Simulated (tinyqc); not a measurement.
# Bandgap voltage reference from two bipolar transistors, step by step

Program tinyqc, `OMP_NUM_THREADS=1 python tinyqc.py 2062175 2062176 out.jsonl`; Intel Xeon 2.30GHz, shared host, one thread, about 0.02 s. Printed values are rounded.

Two transistors of area 1 and N carry the same current I. Is(T) = Is (T/T0)^eta exp[(Vg0 q/kB)(1/T0 - 1/T)], VBE1 = Vt ln(I/Is(T)) + I rb, VBE2 = Vt ln(I/(N Is(T))) + I rb/N. The amplifier forces I R1(T) = VBE1 - VBE2 + Vos, with R(T) = R (1 + tc (T - T0)) for both resistors, and the output is Vref = VBE1 + I R2(T). Base currents and the Early effect are neglected.

Values chosen for this exercise; values of the order met in silicon bipolar transistors: reference temperature T0 = 323 K; band-gap voltage extrapolated to 0 K Vg0 = 1.202 V; temperature exponent of the saturation current eta = 3.9; saturation current of the unit transistor at T0 Is = 1.8e-18 A; area ratio of the second transistor N = 10; resistor across which the difference of VBE falls, at T0 R1 = 5.2 kohm; temperature coefficient of both resistors tc = 0 ppm/K; offset of the amplifier Vos = 0 mV; series resistance of the unit transistor rb = 0 ohm; output resistor at T0 R2 = 35.46 kohm; temperature T = 333 K.

Constants: q = 1.602176634e-19 C, kB = 1.380649e-23 J/K. Results are converted to the units shown.

## Operating point at the reference temperature

Vt = kB T/q; I = (Vt ln N + Vos)/(R1(T) - rb (1 - 1/N)). Evaluate at T = T0.

Vt = 0.0278340 V
I = 12.3250 uA
Is(T) = 1.8e-18 A
VBE1 = 0.822630 V
I R2 = 0.437045 V
Vref = 1.25968 V

## Operating point at another temperature

Vt = kB T/q; I = (Vt ln N + Vos)/(R1(T) - rb (1 - 1/N)).

Vt = 0.0286957 V
I = 12.7066 uA
Is(T) = 7.41521e-18 A
VBE1 = 0.808347 V
I R2 = 0.450576 V
Vref = 1.25892 V

From T0 to T, VBE1 changes by -14.3 mV and I R2 by 13.5 mV, which leaves -0.752 mV in Vref.

## Resistor for zero slope at T0, ideal case

With tc = 0, Vos = 0 and rb = 0 the current is proportional to T, dVBE/dT = (VBE - Vg0 - (eta - 1) Vt)/T, and Vref has zero slope at T0 when Vref = Vg0 + (eta - 1) Vt0. Find VBE1, its slope, that Vref, R2/R1 and the curvature d2Vref/dT2 = -(eta - 1) kB/(q T0).

VBE1 = 0.822630 V
dVBE/dT = -1.42442 mV/K
Vref = 1.28272 V
R2/R1 = 7.17878
curvature = -0.773692 uV/K^2
